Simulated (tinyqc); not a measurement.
Two coupled magnetic layers: synthetic antiferromagnet, spin flop, exchange bias and magnetoresistance: one step, computed by the program tinyqc.

Moments lie in the plane at the angles p1, p2 from the field. Energy per area: E = J1 cos(p1 - p2) + J2 cos^2(p1 - p2) - B M_s (t1 cos p1 + t2 cos p2) + K (t1 sin^2 p1 + t2 sin^2 p2).

Question. Saturation field. The parallel state is stable while the Hessian at p1 = p2 = 0 is positive: with c = J1 + 2 J2 and u = B M_s + 2K, (u t1 - c)(u t2 - c) > c^2, so B_sat M_s = c (1/t1 + 1/t2) - 2K. B_K = 2K/M_s.

Inputs (values chosen for the exercise, for a model stack):
```
quantity                         value    unit
saturation magnetisation M_s       910    kA/m
thickness t1                       3.7      nm
thickness t2                       3.1      nm
antiferromagnetic coupling J1     0.11  mJ/m^2
biquadratic coupling J2              0  mJ/m^2
in-plane anisotropy K             0.88  kJ/m^3
field over the saturation field   0.74       -
```

Field direction: along the easy axis.

Give: exchange field c (1/t1 + 1/t2)/M_s; B_K; saturation field B_sat; applied field B.

Answer.

exchange field c (1/t1 + 1/t2)/M_s = 71.66 mT

B_K = 1.934 mT

saturation field B_sat = 69.73 mT

applied field B = 51.60 mT
